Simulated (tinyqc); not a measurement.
On-chip interconnect, size-dependent resistivity and RC delay: one step of the calculation.

A rectangular line between two neighbours and two ground planes. Surface and grain-boundary scattering are added to the bulk resistivity as corrections; capacitances are parallel-plate values without fringing; inductance is ignored.

Problem. Node voltages after a time step. A 1 V step is applied behind Rd at t = 0. C dv/dt = -G v + b, with G the conductance matrix of the ladder (1/Rs between neighbours, 1/Rd added at node 0) and b = (1 V/Rd, 0, ...). Trapezoidal step: (C/dt + G/2) v(new) = (C/dt - G/2) v + b.

Parameters, values chosen for the exercise: driver resistance Rd = 310 ohm; time step dt = 30 ps.

Rs = 8549.7051 ohm

| node | C (fF) | v at t = 0 (V) |
|---|---|---|
| 0 | 0.49261481 | 0 |
| 1 | 0.98522963 | 0 |
| 2 | 0.98522963 | 0 |
| 3 | 0.98522963 | 0 |
| 4 | 0.98522963 | 0 |
| 5 | 0.98522963 | 0 |
| 6 | 0.98522963 | 0 |
| 7 | 0.58761481 | 0 |

Give: v at t = 1 dt.

Solution.

| node | v at t = 1 dt (V) |
|---|---|
| 0 | 1.9436 |
| 1 | 0.9341 |
| 2 | 0.4490 |
| 3 | 0.2162 |
| 4 | 0.1047 |
| 5 | 0.0521 |
| 6 | 0.0288 |
| 7 | 0.0215 |

Node 0 overshoots the 1 V source: the trapezoidal rule rings on modes much faster than dt.

Range of the model: The metal width is under the mean free path, where the thick-limit surface term and the simple sum of corrections lose accuracy.

Program tinyqc, `OMP_NUM_THREADS=1 python tinyqc.py 2100171 2100172 out.jsonl`; Intel Xeon 2.30GHz, shared host, one thread, about 0.01 s.
